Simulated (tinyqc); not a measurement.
From results back to parameters: Boltzmann transport in a parabolic band with a power-law relaxation time. Three cases, with inputs chosen for the exercise.

Problem. The Seebeck coefficient and the Hall density nH = n/rH are given; md is hidden (a Pisarenko analysis).

F_j(eta) = (1/Gamma(j + 1)) integral_0^infinity x^j dx/(1 + exp(x - eta)), which tends to exp(eta) for eta << 0.

n = N F_1/2(eta) with N = 2 (m kB T/(4 pi c))^(3/2) with c = hbar^2/2m0, in 1/angstrom^3; times 1e24 for 1/cm^3, m = md.

tau = tau0 x^r with x = E/kT. With K_j = Gamma(j + 1) F_j(eta): <tau> = tau0 (r + 3/2) K_(r+1/2)/((3/2) K_(1/2)); mu = <tau>/(mc m0/e), m0/e = 5.685630e-12 kg/C; Hall factor rH = (3/2) K_(1/2) (2r + 3/2) K_(2r+1/2)/((r + 3/2) K_(r+1/2))^2; Seebeck S = -(kB/e) [(r + 5/2) K_(r+3/2)/((r + 3/2) K_(r+1/2)) - eta]; Lorenz number L = (kB/e)^2 [(r + 7/2) K_(r+5/2)/((r + 3/2) K_(r+1/2)) - ((r + 5/2) K_(r+3/2)/((r + 3/2) K_(r+1/2)))^2]; kB/e in V/K. Valley anisotropy is left out of rH.

Constants: hbar^2/2m0 = 3.80998211 eV angstrom^2; kB = 8.617333262e-05 eV/K.

Find: eta; rH; n; md.

Method. S depends on eta alone and |S| falls steadily with it; eta gives rH and so n, and N = n/F_1/2(eta) gives md from N proportional to md^(3/2).

Case 1.

Values chosen (out of a larger set: masses near those of Ge; tau0 is set for a mobility of the usual size at this n, kL is a free input; freeze-out and phonon drag, which matter near 77 K, are left out; not measured data): r = 0.5 (exponent of tau); T = 400 K.

S = -511.642 microvolt/K
nH = 7.7083e+17 1/cm^3

Solution.

eta = -2.92
rH = 1.103
n = 8.5e+17 1/cm^3
md = 0.556 m0

Case 2.

Values chosen (out of a larger set: masses near those of InP; tau0 is set for a mobility of the usual size at this n, kL is a free input; freeze-out and phonon drag, which matter near 77 K, are left out; not measured data): r = -0.5 (exponent of tau); T = 300 K.

S = -307.329 microvolt/K
nH = 1.0311e+17 1/cm^3

Solution.

eta = -1.46
rH = 1.164
n = 1.2e+17 1/cm^3
md = 0.079 m0

Case 3.

Values chosen (out of a larger set: masses near those of Si; tau0 is set for a mobility of the usual size at this n, kL is a free input; freeze-out and phonon drag, which matter near 77 K, are left out; not measured data): r = 1.5 (exponent of tau); T = 200 K.

S = -416.611 microvolt/K
nH = 3.2332e+18 1/cm^3

Solution.

eta = -0.73
rH = 1.825
n = 5.9e+18 1/cm^3
md = 1.023 m0

Computed by tinyqc, one run a case: `OMP_NUM_THREADS=1 python tinyqc.py N N+1 out.jsonl` with N = 1681090, 1681101, 1681109; one thread of a shared Intel(R) Xeon(R) Processor @ 2.30GHz, about 0.02 s a run at most.
